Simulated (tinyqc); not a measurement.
## Reflectance at normal incidence against thickness

Normal incidence on air, film (n1) and substrate (N2 = n2 - i k2): r01 = (1 - n1)/(1 + n1), r12 = (n1 - N2)/(n1 + N2), amplitude (r01 + r12 X)/(1 + r01 r12 X), X = exp(-4 pi i n1 d/lam), R its squared modulus, phase from 0 to 360 degrees.

Values chosen for this exercise:
- lam = 546.1 nm (wavelength)
- n1 = 2.379 (index of the transparent film)
- n2 = 4.086 (index of the substrate)
- k2 = 0.031 (extinction coefficient of the substrate)

Result of one run:
```
d (nm)  R (%)  phase of the reflected amplitude (degrees)
96      31.11                                       197.3
```

What becomes of these results when the film thickness d is changed from 96 to 0 nm, all else the same?

Result of the changed run:
```
d (nm)  R (%)  phase of the reflected amplitude (degrees)
0       36.82                                       179.8
```

The whole series:
```
d (nm)  R (%)  phase of the reflected amplitude (degrees)
0       36.82                                       179.8
14      33.44                                       166.7
28      23.76                                       153.6
41      11.38                                       144.8
55      2.787                                       168.8
69      7.689                                       214.8
82      19.79                                       210.0
96      31.11                                       197.3
110     36.48                                       184.2
```

R goes from 36.8 through a minimum of 2.79 (at d = 55 nm among the rows listed) to 36.5 %. At a quarter wave, d = 57.4 nm, R = 2.61 %; for a transparent substrate it would vanish for n1 = sqrt(n2) = 2.02.

Numbers from tinyqc (`OMP_NUM_THREADS=1 python tinyqc.py 2870230 2870231 out.jsonl`; about 0.01 s on one thread of a shared Intel Xeon 2.30GHz).
